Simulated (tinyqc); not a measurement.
# Chip with leakage that grows with temperature, electro-thermal loop and runaway: effects of single changes

One temperature T for the device, T = T0 + Rth P(T), with P(T) = Pd + Pl (T/300 K)^2 exp[(q Ea/kB)(1/(300 K) - 1/T)]. The loop gain is Rth dP/dT; a solution is thermally stable when it is below one.

Values chosen for this exercise:
- T0 = 360 K (ambient temperature)
- Pd = 5.6 W (temperature-independent switching power)
- Pl = 0.0236 W (leakage power at 300 K)
- Ea = 0.63 eV (activation energy of the leakage)
- Rth = 1.8 K/W (thermal resistance)

Constants: q = 1.602176634e-19 C, kB = 1.380649e-23 J/K. Results are converted to the units shown.

Each table varies one quantity; the others keep the values above.

## Effect of the temperature-independent switching power

P'(T) = (P - Pd)(2/T + q Ea/(kB T^2)), G = Rth P'. T is the lowest solution and Tu the next, unstable one.

Effect of the temperature-independent switching power:
```
Pd (W)  T (K)  P (W)       G  Tu (K)
1.4     368.4  4.693  0.3513   404.6
1.8     369.6  5.320  0.3734   403.9
2.4     371.4  6.306  0.4106   402.8
3.1     373.6  7.547  0.4622   401.3
4       376.9  9.362  0.5480   399.1
5.1     382.2  12.34  0.7204   394.9
```

Read the table: what changes, and by how much?

As Pd goes from 1.4 to 5.1 W, T rises from 368.4 to 382.2 K, the power rises from 4.69 to 12.3 W and the loop gain rises from 0.351 to 0.720. The gap between the stable and unstable solutions goes from 36.1 to 12.7 K. At Pd = 6.7 W no solution is left within 900 K of T0: thermal runaway.

## Effect of the leakage power at 300 K

Same model as above.

Effect of the leakage power at 300 K:
```
Pl (W)  T (K)  P (W)        G  Tu (K)
0.002   370.7  5.918  0.03352   489.4
0.0029  370.9  6.068  0.04932   475.4
0.0044  371.4  6.330  0.07673   460.2
0.0065  372.1  6.724   0.1177   446.3
0.0097  373.3  7.400   0.1873   431.9
0.014   375.3  8.516   0.3004   418.3
0.021   380.8  11.56   0.5971   400.4
```

As Pl goes from 0.002 to 0.021 W, T rises from 370.7 to 380.8 K, the power rises from 5.92 to 11.6 W and the loop gain rises from 0.0335 to 0.597. The gap between the stable and unstable solutions goes from 119 to 19.6 K. At Pl = 0.032 W no solution is left within 900 K of T0: thermal runaway.

tinyqc, about 0.01 s, one thread, Intel Xeon 2.30GHz (shared host): `OMP_NUM_THREADS=1 python tinyqc.py 2520029 2520030 out.jsonl`
